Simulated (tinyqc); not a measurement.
Hydrogen passivation of interface dangling bonds: competing passivation and dissociation with distributed barriers: one step, computed by the program tinyqc.

P_b + H2 gives P_bH + H at the rate k_f [H2]; P_bH gives P_b + H at the rate k_d. All defects start unpassivated. E_f and E_d are Gaussian and independent.

Task: Distributed barriers. [H2] = solubility factor x p; a = k_f0 [H2] exp(-E_f/(k_B T)), d = k_d0 exp(-E_d/(k_B T)). For one pair of barriers the active share is y = [d + a exp(-(a + d) t)]/(a + d). Temperatures in kelvin are T(C) + 273.15. Average y over both Gaussians with 40 x 40 Gauss-Hermite points. Active density N0 y; threshold shift if each active defect holds one charge, e N0 y t_ox/(3.9 eps_0).

Inputs (values chosen for the exercise, close to those used for P_b centres at the silicon-oxide interface): defect density N0 = 6.6e+11 1/cm^2; passivation prefactor k_f0 = 2.5e-07 cm^3/s; mean passivation barrier E_f = 1.65 eV; spread sigma_f = 0.032 eV; dissociation prefactor k_d0 = 4.6e+12 1/s; mean dissociation barrier E_d = 2.59 eV; spread sigma_d = 0.06 eV; H2 in the oxide per atm, solubility factor = 9.8e+17 1/(cm^3 atm); hydrogen pressure p = 0.03 atm; anneal temperature T = 450 C; anneal time t = 530 s; oxide thickness = 1.8 nm.

Constants: k_B = 8.617333262e-05 eV/K; e = 1.602176634e-19 C; eps_0 = 8.8541878128e-12 F/m.

Give: active share y; active density; threshold shift.

Result:

active share y = 0.0014587

active density = 9.6275e+08 1/cm^2

threshold shift = 0.080405 mV

Caution: densities below a few 1e9 per cm^2 are formal: other defects set the floor in real interfaces.
